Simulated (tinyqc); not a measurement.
# Electron mobility in a silicon inversion layer, empirical terms and Matthiessen rule, step by step

Numbers from tinyqc (`OMP_NUM_THREADS=1 python tinyqc.py 2510162 2510163 out.jsonl`; about 0.01 s on one thread of a shared Intel Xeon 2.30GHz). Printed values are rounded.

Inversion layer of sheet density Ns on a uniformly doped body. The mobility terms are empirical power laws with prefactors chosen for the exercise; adding their inverses (Matthiessen) is itself an approximation.

Values chosen for this exercise; material values close to those of silicon: temperature T = 293 K; band gap Eg = 1.1 eV; relative permittivity of the semiconductor eps_r = 11.7; conduction-band density of states at T Nc = 2.69e19 cm^-3; valence-band density of states at T Nv = 2.58e19 cm^-3; body doping Nb = 6.5e17 cm^-3; reverse body bias Vsb = 1 V; weight of the inversion charge in the effective field eta = 0.5; gate capacitance Cox = 0.52 uF/cm^2; phonon-limited mobility at 1 MV/cm and 300 K Ap = 431 cm^2/(V s); roughness-limited mobility at 1 MV/cm As = 1250 cm^2/(V s); exponent of the roughness term gs = 2; Coulomb prefactor Ac = 2100 cm^2/(V s); charge at the interface Nit = 2.4e11 cm^-2; inversion density Ns = 5.1e12 cm^-2; ratio W/L WL = 1; drain voltage Vd = 0.05 V; measured linear current I = 10.4 uA.

Constants: q = 1.602176634e-19 C, kB = 1.380649e-23 J/K, Vt = kB T/q, eps0 = 8.8541878128e-14 F/cm where lengths are in cm. Results are converted to the units shown.

## Depletion charge and effective field

ni = sqrt(Nc Nv) exp(-Eg/(2 Vt)), Eg in volts; Ndep = sqrt(2 eps0 eps_r Nb (2 Vt ln(Nb/ni) + Vsb)/q); E = q (Ndep + eta Ns)/(eps0 eps_r), in MV/cm.

ni = 9.12749e9 cm^-3
Ndep = 4.01003e12 cm^-2
E = 1.01457 MV/cm

The depletion charge gives 61.1 % of the field.

## Mobility terms and their sum

With t = T/(300 K): muC = Ac (Ns/1e12 cm^-2) t/(Nb/1e17 cm^-3 + Nit/1e11 cm^-2), muP = Ap E^(-1/3) t^(-1.75), muS = As E^(-gs); 1/mu is the sum of the inverses.

terms (cm^2/(V s)): Coulomb 1175.29, phonon 447.020, roughness 1214.36
mu = 255.665 cm^2/(V s)
shares of 1/mu (%): Coulomb 21.7533, phonon 57.1932, roughness 21.0535

The phonon term limits most.

## Iteration 1: inversion density for the measured current

Ns at the start = 3.6e12 cm^-2

I = (W/L) q Ns mu Vd. E = q (Ndep + eta Ns)/(eps0 eps_r) in MV/cm. With t = T/(300 K): muC = Ac (Ns/1e12 cm^-2) t/(Nb/1e17 cm^-3 + Nit/1e11 cm^-2), muP = Ap E^(-1/3) t^(-1.75), muS = As E^(-gs); 1/mu is the sum of the inverses. Ns(new) = I/((W/L) q mu Vd).

E = 0.898575 MV/cm
mu = 250.023 cm^2/(V s)
Ns after iteration 1 = 5.19246e12 cm^-2

## Iteration 2: inversion density for the measured current

As before.

E = 1.02172 MV/cm
mu = 255.551 cm^2/(V s)
Ns after iteration 2 = 5.08013e12 cm^-2

## Course of the iteration: inversion density for the measured current

Stop when Ns changes by less than 1e5 cm^-2, or after 120 iterations.

Course of the iteration:
```
iteration  Ns (cm^-2)  |change| (cm^-2)
1          5.19246e12           1.59e12
2          5.08013e12           1.12e11
3          5.07749e12            2.64e9
4          5.07744e12            4.80e7
5          5.07744e12            8.65e5
6          5.07744e12            1.56e4
```

Converged in 6 iterations. At the end each change is about 0.018 times the one before: linear convergence.

## Split C-V extraction

```
point  Vg (V)  Cgc (uF/cm^2)      I (uA)
0         0.2     3.19857e-4  1.05599e-8
1         0.3     0.00444835  2.05775e-6
2         0.4      0.0561110  3.61095e-4
3         0.5       0.327098   0.0258159
4         0.6       0.499008    0.238237
5         0.7       0.518444    0.681919
6         0.8       0.519889     1.27069
7         0.9       0.519992     1.94824
8           1       0.519999     2.67971
9         1.1       0.520000     3.44182
10        1.2       0.520000     4.21855
11        1.3       0.520000     4.99867
12        1.4       0.520000     5.77426
```

Q(Vg) is the trapezoid sum of Cgc from the first point (where Q is taken as 0); mu_eff = I/((W/L) Q Vd); mu_FE = (dI/dVg)/((W/L) Cox Vd) with a backward difference. Listed from point 4 on.

```
point  Q (uC/cm^2)  mu_eff (cm^2/(V s))  mu_FE (cm^2/(V s))
4        0.0637321              74.7620             81.7004
5         0.114605              119.004             170.647
6         0.166521              152.616             226.452
7         0.218515              178.316             260.597
8         0.270515              198.119             281.333
9         0.322515              213.436             293.118
10        0.374515              225.280             298.742
11        0.426515              234.396             300.049
12        0.478515              241.341             298.302
```

At the last point mu_FE is 24 % above mu_eff.
